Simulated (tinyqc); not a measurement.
Inside a calculation. Model: capacitance measurement on a leaky thin oxide: effects of series resistance and leakage.

tinyqc, about 0.01 s, one thread, Intel Xeon 2.30GHz (shared host): `OMP_NUM_THREADS=1 python tinyqc.py 2022187 2022188 out.jsonl` Printed values are rounded.

The device is a capacitance C in parallel with a leakage conductance G, in series with Rs and Ls. An impedance meter reports either a parallel pair (Cp, Gp) from Y = 1/Z = Gp + i w Cp or a series pair (Cs, Rm) from Z = Rm + 1/(i w Cs); w = 2 pi f, dissipation D = Gp/(w |Cp|).

Values chosen for this exercise; values of the order met in thin-oxide MOS capacitors:

| symbol | value | unit | meaning |
|---|---|---|---|
| eox | 9 |  | relative permittivity of the gate insulator (close to aluminium oxide) |
| tox | 4.8 | nm | insulator thickness |
| A | 400 | um^2 | gate area |
| zc | 0.25 | nm | oxide-equivalent thickness added by the accumulation layer |
| zp | 0 | nm | oxide-equivalent thickness added by gate depletion |
| Jg | 0.36 | A/cm^2 | gate leakage current density, not matched to the thickness |
| Vs | 0.32 | V | voltage for an e-fold rise of the leakage |
| Rs | 15 | ohm | series resistance |
| Ls | 0 | nH | series inductance |
| f | 2e5 | Hz | measuring frequency |

Constants: eps0 = 8.8541878128e-14 F/cm where lengths are in cm. Results are converted to the units shown.

## True capacitance and conductance

EOT = 3.9 tox/eox; CET = EOT + zc + zp; C = 3.9 eps0 A/CET; G = Jg A/Vs.

EOT = 2.08 nm
CET = 2.33 nm
C = 5.928126 pF
G = 4.5 uS

## What the meter reports

Z = Rs + i w Ls + 1/(G + i w C).

Z = (5.942479-9.834965i) x 1e4 ohm
Cp = 5.927325 pF
Gp = 4.500529 uS
Cs = 8.091282 pF
D = 0.6042197

Cp is 0.013 % below C and Cs is 36 % above it; G Rs = 6.75e-5, w C Rs = 1.12e-4 and G/(w C) = 0.604.
